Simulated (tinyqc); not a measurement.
## Pull-up strength from the switching point

Question. Transistor (EKV form, voltages against the body): I = 2 n b Vt^2 [F(vp - Vs) - F(vp - Vd)] from drain to source, F(v) = ln^2(1 + exp(v/(2 Vt))), vp = (Vg - VT + sg |Vd - Vs|)/n. n-channel bodies are at 0; for the p-channel device all voltages are counted down from Vdd. b in uA/V^2 gives I in uA. In an inverter In(Vg = Vd = VM) equals Ip at the switching point VM. Find bp and the current there.

Inputs (values chosen for the exercise): temperature T = 300 K; supply voltage Vdd = 1 V; slope factor n = 1.41; drain-induced barrier lowering sg = 0.095; n-channel threshold VTn = 0.29 V; p-channel threshold (magnitude) VTp = 0.35 V; gain factor of the pull-down transistor bn = 840 uA/V^2.

Constants: q = 1.602176634e-19 C, kB = 1.380649e-23 J/K, Vt = kB T/q. Results are converted to the units shown.

VM = 0.472602768 V

Answer. Ip is proportional to bp, so bp is In(VM) over the p-channel current for unit b.

bp = 840 uA/V^2
current at VM = 15.8 uA

tinyqc, about 0.03 s, one thread, Intel Xeon 2.30GHz (shared host): `OMP_NUM_THREADS=1 python tinyqc.py 2340069 2340070 out.jsonl`
